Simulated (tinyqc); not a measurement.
Worked calculation: Pariser-Parr-Pople SCF with singles CI, for the molecule C=CC1=CC(=O)C=CC1=O (SMILES; centres numbered as the heavy atoms are written). One step of it, computed by the program tinyqc.

Problem. Iteration 2: Fock matrix. F_rr = H_rr + P_rr gamma_rr / 2 + sum_(s != r) P_ss gamma_rs; F_rs = H_rs - P_rs gamma_rs / 2; E = tr P (H + F) / 2 + core repulsion sum_(r<s) z_r z_s gamma_rs.

P after iteration 1, lower triangle:
```
            1C         2C         3C         4C         5C         6O         7C        8C
1C    0.979548
2C    0.902722   0.997940
3C    0.025588   0.412448   0.968665
4C   -0.354153  -0.010793   0.767065   0.981117
5C   -0.051393  -0.057468   0.068002   0.434018   0.854713
6O    0.197980   0.018712  -0.263746  -0.002123   0.750521   1.223980
7C    0.059974  -0.012002  -0.135023  -0.026277   0.401788   0.010942   0.965623
8C    0.025118  -0.009979  -0.030548  -0.161748   0.068127  -0.279887   0.842693  0.970295
9C   -0.073263   0.021084   0.369084   0.061139  -0.057043  -0.067623   0.074618  0.409800
10O  -0.020077  -0.094135   0.012985  -0.243926  -0.066468   0.358439  -0.296485  0.009156

           9C       10O
9C   0.844796
10O  0.777109  1.213322
```

core matrix H (eV), lower triangle:
```
             1C          2C          3C          4C          5C          6O          7C          8C
1C   -48.559614
2C    -2.390000  -54.606530
3C     0.000000   -2.390000  -62.828519
4C     0.000000    0.000000   -2.390000  -58.994583
5C     0.000000    0.000000    0.000000   -2.390000  -58.910736
6O     0.000000    0.000000    0.000000    0.000000   -2.460000  -56.426407
7C     0.000000    0.000000    0.000000    0.000000   -2.390000    0.000000  -56.149237
8C     0.000000    0.000000    0.000000    0.000000    0.000000    0.000000   -2.390000  -57.046141
9C     0.000000    0.000000   -2.390000    0.000000    0.000000    0.000000    0.000000   -2.390000
10O    0.000000    0.000000    0.000000    0.000000    0.000000    0.000000    0.000000    0.000000

             9C         10O
9C   -62.255542
10O   -2.460000  -61.402430
```

repulsion gamma_rs (eV), lower triangle:
```
            1C         2C         3C         4C         5C         6O         7C         8C
1C   10.940000
2C    7.495103  10.940000
3C    5.219122   7.492722  10.940000
4C    3.663575   5.219286   7.493930  10.940000
5C    2.865620   3.663071   5.219286   7.492722  10.940000
6O    2.322398   2.895622   3.726900   5.407271   8.086992  15.220000
7C    2.760665   3.271898   4.655165   5.219125   7.494150   5.408118  10.940000
8C    3.271485   3.662935   5.219125   4.653413   5.218533   3.726727   7.493930  10.940000
9C    4.654372   5.219125   7.494150   5.218533   4.653745   3.316618   5.219286   7.492722
10O   5.407275   4.786768   5.408118   3.726727   3.316618   2.535762   3.726900   5.407271

            9C        10O
9C   10.940000
10O   8.086992  15.220000
```

Centres (angstrom, eV; a flat drawing with bonds scaled to 1.40 angstrom):
```
centre          x          y  core charge z          W   gamma_rr
1C      -2.968000  -0.786000              1  10.900000  10.940000
2C      -1.693000  -1.363000              1  10.900000  10.940000
3C      -0.555000  -0.547000              1  10.900000  10.940000
4C       0.720000  -1.125000              1  10.900000  10.940000
5C       1.858000  -0.309000              1  10.900000  10.940000
6O       3.133000  -0.886000              1  19.000000  15.220000
7C       1.720000   1.084000              1  10.900000  10.940000
8C       0.445000   1.662000              1  10.900000  10.940000
9C      -0.693000   0.846000              1  10.900000  10.940000
10O     -1.968000   1.423000              1  19.000000  15.220000
```

Give: F; pi energy.

Solution.

F (eV), lower triangle:
```
          1C       2C       3C       4C       5C        6O       7C       8C
1C   -5.4472
2C   -5.7730  -5.8217
3C   -0.0668  -3.9352  -6.1131
4C    0.6487   0.0282  -5.2642  -6.0639
5C    0.0736   0.1053  -0.1775  -4.0160  -5.2120
6O   -0.2299  -0.0271   0.4915   0.0057  -5.4947  -11.4032
7C   -0.0828   0.0196   0.3143   0.0686  -3.8955   -0.0296  -6.0408
8C   -0.0411   0.0183   0.0797   0.3763  -0.1778    0.5215  -5.5475  -6.1089
9C    0.1705  -0.0550  -3.7730  -0.1595   0.1327    0.1121  -0.1947  -3.9253
10O   0.0543   0.2253  -0.0351   0.4545   0.1102   -0.4545   0.5525  -0.0248

          9C       10O
9C   -5.3284
10O  -5.6022  -11.5847
```

pi energy = -144.4888 eV
